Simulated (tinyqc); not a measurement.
# From mixing enthalpy H_mix back to triplet interaction Vt

Model: cluster expansion of a binary alloy: correlations, fit, cross-validation and ground states. Computed by tinyqc, a small Python program. Command: `OMP_NUM_THREADS=1 python tinyqc.py 3014244 3014245 out.jsonl clex inv`. One thread of a shared host (Intel(R) Xeon(R) Processor @ 2.30GHz), about 0.1 s of CPU time with the checks.

s = +1 for A and -1 for B. Energy per site E = J0 + J1 P(point) + sum over clusters of m V P, with P the mean product of spins; V > 0 on a pair favours unlike neighbours. Clusters per site m: pair 1 4, pair 2 3, pair 3 6, triplet 12; the triplet is two first-neighbour bonds closed by a second-neighbour bond. Formation energies are counted from the line between pure A and pure B, which removes J0 and J1.

Inputs (values chosen for the exercise, for a model alloy):
```
quantity                    value  unit
first-pair interaction V1    23.6   meV
second-pair interaction V2    -14   meV
third-pair interaction V3   0.057   meV
temperature T                2400     K
fraction x of B              0.88     -
```

Lattice: bcc.

Constants: k_B = 8.617333262e-05 eV/K.

Method. Random alloy: P(pair) = p^2, P(triplet) = p^3, p = 1 - 2x, so H_mix = (p^2 - 1) sum m V(pairs) + (p^3 - p) m Vt; G_mix = H_mix + k_B T [x ln x + (1 - x) ln(1 - x)]. To first order in 1/T the Warren-Cowley parameter of shell 1 is alpha_1 = -(1 - p^2) V_eff/(k_B T), V_eff = V1 + (number of triplets on a first-neighbour bond) p Vt, that number being 6.

Task: A run gave the result below. Find the triplet interaction Vt, known to lie between 0.89 and 1.5 meV.

mixing enthalpy H_mix = -18.518 meV/site

Result:

Each step takes the trial c = (a f_b - b f_a)/(f_b - f_a), f being the result less the target and a, b, c the logarithms of the listed values; c replaces end b, the old b replaces a if the sign of f changed, and otherwise f_a is halved.

Scan of the range:
```
triplet interaction Vt (meV)  mixing enthalpy H_mix (meV/site)
0.890                                                 -18.8497
0.971                                                 -18.5376
1.060                                                 -18.1948
1.160                                                 -17.8096
1.260                                                 -17.4243
1.380                                                 -16.9621
1.500                                                 -16.4998
```

False position (Illinois rule, in the logarithm of the input) inside the bracket:
```
step    end a    end b     trial  mixing enthalpy H_mix (meV/site)
1     0.97100  1.06000  0.975893                          -18.5188
2     1.06000  0.97589  0.976092                          -18.5180
3     1.06000  0.97609  0.976108                          -18.5180
4     0.97609  0.97611  0.976101                          -18.5180
```

Mixing enthalpy H_mix rises at every point of a 13-point scan of the range (every second point is shown), so one value fits; it is bracketed by 0.971 and 1.06. The scan shows a straight line, so linear interpolation between any two rows gives the answer at once. Answer: triplet interaction Vt = 0.9761 meV.
